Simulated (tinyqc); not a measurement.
Worked calculation: UHF in the sto-3g basis, for H2+, spin multiplicity 2. One step of it, computed by the program tinyqc.

Task: Iteration 3: diagonalisation and new density. Diagonalise F' = X^T F X, C = X C', fill 1 alpha and 0 beta electrons from the bottom; D(s) = C_occ C_occ^T. Each column has its largest component positive (the first on a tie).

extrapolated F(alpha) (hartree):
```
           1H 1s      2H 1s
1H 1s  -0.931728  -0.885402
2H 1s  -0.885402  -0.931728
```

extrapolated F(beta) (hartree):
```
           1H 1s      2H 1s
1H 1s  -0.385924  -0.422742
2H 1s  -0.422742  -0.385924
```

X:
```
               1         2
1H 1s   1.064865  0.566309
2H 1s  -1.064865  0.566309
```

Give: F' = X^T F X; orbital energies; coefficients C; F' = X^T F X; orbital energies; coefficients C; D(alpha) after iteration 3; D(beta) after iteration 3.

Result:

F' = X^T F X (alpha) (hartree):
```
         1        2
1  -0.1051   0.0000
2   0.0000  -1.1655
```

orbital energies (alpha) (hartree): MO1 -1.1655, MO2 -0.1051

coefficients C (alpha):
```
          MO1      MO2
1H 1s  0.5663   1.0649
2H 1s  0.5663  -1.0649
```

F' = X^T F X (beta) (hartree):
```
        1        2
1  0.0835   0.0000
2  0.0000  -0.5187
```

orbital energies (beta) (hartree): MO1 -0.5187, MO2 0.0835

coefficients C (beta):
```
          MO1      MO2
1H 1s  0.5663   1.0649
2H 1s  0.5663  -1.0649
```

D(alpha) after iteration 3:
```
        1H 1s   2H 1s
1H 1s  0.3207  0.3207
2H 1s  0.3207  0.3207
```

D(beta) after iteration 3:
```
        1H 1s   2H 1s
1H 1s  0.0000  0.0000
2H 1s  0.0000  0.0000
```
